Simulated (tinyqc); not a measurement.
What a measurement delay does to the time exponent: bias-temperature instability from a Gaussian distribution of capture and emission barriers. Computed by tinyqc, a small Python program. Command: `OMP_NUM_THREADS=1 python tinyqc.py 3025598 3025599 out.jsonl bti walk`. One thread of a shared host (Intel(R) Xeon(R) Processor @ 2.30GHz), about 0.01 s of CPU time with the checks.

Each trap has a capture time tau_0 exp(E_c/(k_B T)) under stress and an emission time tau_0 exp(E_e/(k_B T)) after it. E_c is Gaussian, and E_e = E_c + d with d Gaussian and independent. A trap counts as filled once t_s exceeds its capture time and as emptied once t_r exceeds its emission time.

Inputs (values chosen for the exercise, for a model p-channel transistor):
```
quantity                                      value        unit
shift with all traps filled V_max                62          mV
mean capture barrier at zero field mu_c        1.64          eV
spread of capture barriers sigma_c             0.29          eV
lowering of mu_c per field k_F                 0.05  eV/(MV/cm)
oxide field F                                   7.2       MV/cm
mean of E_e - E_c at the stress field, delta  -0.27          eV
spread of E_e - E_c, sigma_d                   0.32          eV
time constant tau_0                           1e-09           s
temperature T                                    25           C
stress time t_s                               10000           s
```

Constants: k_B = 8.617333262e-05 eV/K.

Method:
- Demarcation energies E_s = k_B T ln(t_s/tau_0), E_r = k_B T ln(t_r/tau_0); mean barrier mu = mu_c - k_F F; z = (E_s - mu)/sigma_c; Phi is the standard normal distribution.
- Temperatures in kelvin are T(C) + 273.15.
- Shift without recovery dV0 = V_max Phi(z); local time exponent n = d ln dV0/d ln t_s = (k_B T/sigma_c) exp(-z^2/2)/(sqrt(2 pi) Phi(z)); apparent activation energy n E_s.
- Remaining shift dV = V_max int_(-infinity)^(E_s) g(E_c) [1 - Phi((E_r - E_c - delta)/sigma_d)] dE_c, g the Gaussian density of E_c (Gauss-Legendre, 120 points over 7 sigma_c below E_s).
- Columns: no delay, and delays of 1 us, 1 ms and 1 s.

mean barrier mu = 1.28 eV

Shift (mV):
```
t_s (s)   no delay    1 us    1 ms     1 s
1.00e+00    0.3082  0.1522  0.0893  0.0422
1.00e+01    0.5458  0.3048  0.1903  0.0966
1.00e+02    0.9306  0.5775  0.3820  0.2075
1.00e+03    1.5289  1.0371  0.7237  0.4193
1.00e+04    2.4211  1.7691  1.2963  0.7980
1.00e+05    3.6975  2.8727  2.1999  1.4328
1.00e+06    5.4495  4.4505  3.5449  2.4321
1.00e+07    7.7566  6.5940  5.4366  3.9112
```

What follows from these numbers?

Between 10 and 1000 s the apparent exponent is 0.224 without delay, 0.266 at 1 us, 0.290 at 1 ms and 0.319 at 1 s: a slow measurement loses more of a short stress than of a long one, which steepens the curve. Without delay the exponent falls from 0.248 to 0.153 over the table, so the growth is not a true power law. Caution: step-function filling and one Gaussian population are simplifications; real devices show several populations.
